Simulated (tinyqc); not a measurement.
Worked calculation: plane-wave Kohn-Sham cycle with exchange-only LDA in a layered model solid. Computed by tinyqc, a small Python program that keeps every step. Settings: points = 16, plane-wave index or count = 2, electrons = 4, k points = 3, area = 28.0, mixing = 1.0, iteration cap = 51. Command: `OMP_NUM_THREADS=1 python tinyqc.py 27044 27045 out.jsonl` (the two numbers bound the seeds that draw the settings). One thread of a shared host (Intel(R) Xeon(R) Processor @ 2.60GHz), about 0.03 s of CPU time with the checks. Later iterations appear only in the table of the cycle.

## Iteration 1: potential

A solid whose potential varies along x alone (atomic units):

| parameter | value |
|---|---|
| period a | 11.900000 |
| cross-section of the cell | 28.000000 |
| electrons per cell | 4 |
| grid points | 16 |
| plane waves -n..n, n | 2 |
| k points | 3 |
| V1 in V1 cos(2 pi x/a) | -0.190000 |
| V2 in V2 cos(4 pi x/a) | 0.000000 |

density at the start, on the grid x_j = j a/N (e/bohr^3): 0.0120048  0.0120048  0.0120048  0.0120048  0.0120048  0.0120048  0.0120048  0.0120048  0.0120048  0.0120048  0.0120048  0.0120048  0.0120048  0.0120048  0.0120048  0.0120048

V_H(G) = 4 pi rho(G)/G^2 for G != 0 (uniform background); v_x = -(3 rho/pi)^(1/3); V = V_ext + V_H + v_x; Fourier components f(G_m) = (1/N) sum_j f(x_j) exp(-i G_m x_j).

Potentials on the grid (hartree):

| x | V_ext | V_H | v_x | V |
|---|---|---|---|---|
| 0.00000 | -0.19000 | 0.00000 | -0.22548 | -0.41548 |
| 0.74375 | -0.17554 | 0.00000 | -0.22548 | -0.40102 |
| 1.48750 | -0.13435 | 0.00000 | -0.22548 | -0.35983 |
| 2.23125 | -0.07271 | 0.00000 | -0.22548 | -0.29819 |
| 2.97500 | 0 | 0.00000 | -0.22548 | -0.22548 |
| 3.71875 | 0.07271 | 0.00000 | -0.22548 | -0.15277 |
| 4.46250 | 0.13435 | 0.00000 | -0.22548 | -0.09113 |
| 5.20625 | 0.17554 | 0.00000 | -0.22548 | -0.04994 |
| 5.95000 | 0.19000 | 0.00000 | -0.22548 | -0.03548 |
| 6.69375 | 0.17554 | 0.00000 | -0.22548 | -0.04994 |
| 7.43750 | 0.13435 | 0.00000 | -0.22548 | -0.09113 |
| 8.18125 | 0.07271 | 0.00000 | -0.22548 | -0.15277 |
| 8.92500 | 0 | 0.00000 | -0.22548 | -0.22548 |
| 9.66875 | -0.07271 | 0.00000 | -0.22548 | -0.29819 |
| 10.41250 | -0.13435 | 0.00000 | -0.22548 | -0.35983 |
| 11.15625 | -0.17554 | 0.00000 | -0.22548 | -0.40102 |

V(G_m), m = 0, 1, 2, ... (hartree): -0.22548  -0.09500  0.00000  0.00000  0.00000

## Iteration 1: Hamiltonian at one k

k = 0.00000 2 pi / a

H(m,m') = (k + G_m)^2/2 delta + V(G_m - G_m'), with V(-G) = V(G).

H (hartree), lower triangle:
```
          -2        -1        +0        +1       +2
-2   0.33208
-1  -0.09500  -0.08609
+0   0.00000  -0.09500  -0.22548
+1   0.00000   0.00000  -0.09500  -0.08609
+2   0.00000   0.00000   0.00000  -0.09500  0.33208
```

## Iteration 1: levels at that k

Diagonalise the Hermitian matrix.

eigenvalues (hartree): -0.31105  -0.10666  -0.02258  0.35266  0.35415

## Iteration 1: new density

Motion across x is left out: the lowest 2 band(s) hold two electrons at each of the k points (j + 1/2)/nk - 1/2. Residual R = rho(out) - rho(in); rho(new) = rho(in) + 1 R. rho(out) = 2/(a A nk) sum |psi|^2 with psi = sum c exp(i G x). Harris energy E = band energy - dV sum rho (V_H/2 + v_x) + (3/4) dV sum rho v_x with rho(in), dV = a A/N, band energy = (2/nk) sum of the filled levels.

rho(out) (e/bohr^3): 0.0177925  0.0185877  0.0194836  0.0179835  0.0137176  0.0086580  0.0048225  0.0027900  0.0021986  0.0027900  0.0048225  0.0086580  0.0137176  0.0179835  0.0194836  0.0185877

density after iteration 1 (e/bohr^3): 0.0177925  0.0185877  0.0194836  0.0179835  0.0137176  0.0086580  0.0048225  0.0027900  0.0021986  0.0027900  0.0048225  0.0086580  0.0137176  0.0179835  0.0194836  0.0185877

energy per cell = -0.6405198 hartree

## Iteration 2: potential

As before.

Potentials on the grid (hartree):

| x | V_ext | V_H | v_x | V |
|---|---|---|---|---|
| 0.00000 | -0.19000 | 0.38155 | -0.25708 | -0.06553 |
| 0.74375 | -0.17554 | 0.36092 | -0.26086 | -0.07547 |
| 1.48750 | -0.13435 | 0.29444 | -0.26498 | -0.10489 |
| 2.23125 | -0.07271 | 0.17744 | -0.25800 | -0.15327 |
| 2.97500 | 0 | 0.02055 | -0.23573 | -0.21518 |
| 3.71875 | 0.07271 | -0.14778 | -0.20221 | -0.27728 |
| 4.46250 | 0.13435 | -0.29361 | -0.16637 | -0.32563 |
| 5.20625 | 0.17554 | -0.39058 | -0.13863 | -0.35367 |
| 5.95000 | 0.19000 | -0.42433 | -0.12805 | -0.36238 |
| 6.69375 | 0.17554 | -0.39058 | -0.13863 | -0.35367 |
| 7.43750 | 0.13435 | -0.29361 | -0.16637 | -0.32563 |
| 8.18125 | 0.07271 | -0.14778 | -0.20221 | -0.27728 |
| 8.92500 | 0 | 0.02055 | -0.23573 | -0.21518 |
| 9.66875 | -0.07271 | 0.17744 | -0.25800 | -0.15327 |
| 10.41250 | -0.13435 | 0.29444 | -0.26498 | -0.10489 |
| 11.15625 | -0.17554 | 0.36092 | -0.26086 | -0.07547 |

V(G_m), m = 0, 1, 2, ... (hartree): -0.21492  0.07612  0.00028  -0.00197  0.00017

## Iteration 2: Hamiltonian at one k

k = 0.00000 2 pi / a

As before.

H (hartree), lower triangle:
```
          -2        -1        +0        +1       +2
-2   0.34265
-1   0.07612  -0.07553
+0   0.00028   0.07612  -0.21492
+1  -0.00197   0.00028   0.07612  -0.07553
+2   0.00017  -0.00197   0.00028   0.07612  0.34265
```

## Iteration 2: levels at that k

As before.

eigenvalues (hartree): -0.27545  -0.08991  -0.02812  0.35622  0.35658

## Iteration 2: new density

As before.

rho(out) (e/bohr^3): 0.0031623  0.0038054  0.0058809  0.0094801  0.0138702  0.0173058  0.0183241  0.0174279  0.0167257  0.0174279  0.0183241  0.0173058  0.0138702  0.0094801  0.0058809  0.0038054

density after iteration 2 (e/bohr^3): 0.0031623  0.0038054  0.0058809  0.0094801  0.0138702  0.0173058  0.0183241  0.0174279  0.0167257  0.0174279  0.0183241  0.0173058  0.0138702  0.0094801  0.0058809  0.0038054

energy per cell = -0.8430453 hartree

## Convergence

Stop when sqrt(dV sum R^2) is below 1e-8, dV = a A/N.

Course of the cycle:

| iteration | E (hartree) | norm of the residual |
|---|---|---|
| 1 | -0.6405198 | 1.21e-01 |
| 2 | -0.8430453 | 2.20e-01 |
| 3 | -1.4264683 | 2.86e-01 |
| 4 | -1.4157945 | 3.39e-01 |
| 5 | -1.9727565 | 3.49e-01 |
| 6 | -1.4960423 | 3.52e-01 |
| 7 | -2.0020657 | 3.52e-01 |
| 8 | -1.4984220 | 3.52e-01 |
| 9 | -2.0028438 | 3.52e-01 |
| 10 | -1.4984814 | 3.52e-01 |
| 11 | -2.0028630 | 3.52e-01 |
| ... | ... | ... |
| 41 | -2.0028635 | 3.52e-01 |
| 42 | -1.4984829 | 3.52e-01 |
| 43 | -2.0028635 | 3.52e-01 |
| 44 | -1.4984829 | 3.52e-01 |
| 45 | -2.0028635 | 3.52e-01 |
| 46 | -1.4984829 | 3.52e-01 |
| 47 | -2.0028635 | 3.52e-01 |
| 48 | -1.4984829 | 3.52e-01 |
| 49 | -2.0028635 | 3.52e-01 |
| 50 | -1.4984829 | 3.52e-01 |
| 51 | -2.0028635 | 3.52e-01 |

Not converged within 51 iterations: the residual has stopped falling: the iteration swings between two states. Reruns (cap 100 unless said): mixing 0.1: not converged; mixing 0.5, Kerker q0 1.0: converged in 45 (E = -0.53384); mixing 0.3, Pulay depth 5: converged in 10 (E = -0.53384); the original settings with a cap of 400: not converged.
